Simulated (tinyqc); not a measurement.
Inside a calculation. Model: bandgap voltage reference from two bipolar transistors.

Numbers from tinyqc (`OMP_NUM_THREADS=1 python tinyqc.py 2062183 2062184 out.jsonl`; about 0.02 s on one thread of a shared Intel Xeon 2.30GHz). Printed values are rounded.

Two transistors of area 1 and N carry the same current I. Is(T) = Is (T/T0)^eta exp[(Vg0 q/kB)(1/T0 - 1/T)], VBE1 = Vt ln(I/Is(T)) + I rb, VBE2 = Vt ln(I/(N Is(T))) + I rb/N. The amplifier forces I R1(T) = VBE1 - VBE2 + Vos, with R(T) = R (1 + tc (T - T0)) for both resistors, and the output is Vref = VBE1 + I R2(T). Base currents and the Early effect are neglected.

Values chosen for this exercise; values of the order met in silicon bipolar transistors: reference temperature T0 = 300 K; band-gap voltage extrapolated to 0 K Vg0 = 1.187 V; temperature exponent of the saturation current eta = 3.5; saturation current of the unit transistor at T0 Is = 3.9e-18 A; area ratio of the second transistor N = 8; resistor across which the difference of VBE falls, at T0 R1 = 2.1 kohm; temperature coefficient of both resistors tc = -700 ppm/K; offset of the amplifier Vos = -2.4 mV; series resistance of the unit transistor rb = 99 ohm; output resistor at T0 R2 = 18.84 kohm; temperature T = 253 K.

Constants: q = 1.602176634e-19 C, kB = 1.380649e-23 J/K. Results are converted to the units shown.

## Operating point at the reference temperature

Vt = kB T/q; I = (Vt ln N + Vos)/(R1(T) - rb (1 - 1/N)). Evaluate at T = T0.

Vt = 0.0258520 V
I = 25.5083 uA
Is(T) = 3.9e-18 A
VBE1 = 0.765393 V
I R2 = 0.480576 V
Vref = 1.24597 V

## Operating point at another temperature

Vt = kB T/q; I = (Vt ln N + Vos)/(R1(T) - rb (1 - 1/N)).

Vt = 0.0218019 V
I = 20.6177 uA
Is(T) = 4.24286e-22 A
VBE1 = 0.839718 V
I R2 = 0.401217 V
Vref = 1.24094 V

From T0 to T, VBE1 changes by 74.3 mV and I R2 by -79.4 mV, which leaves -5.03 mV in Vref.

## Resistor for zero slope at T0, ideal case

With tc = 0, Vos = 0 and rb = 0 the current is proportional to T, dVBE/dT = (VBE - Vg0 - (eta - 1) Vt)/T, and Vref has zero slope at T0 when Vref = Vg0 + (eta - 1) Vt0. Find VBE1, its slope, that Vref, R2/R1 and the curvature d2Vref/dT2 = -(eta - 1) kB/(q T0).

VBE1 = 0.762960 V
dVBE/dT = -1.62890 mV/K
Vref = 1.25163 V
R2/R1 = 9.09024
curvature = -0.718111 uV/K^2
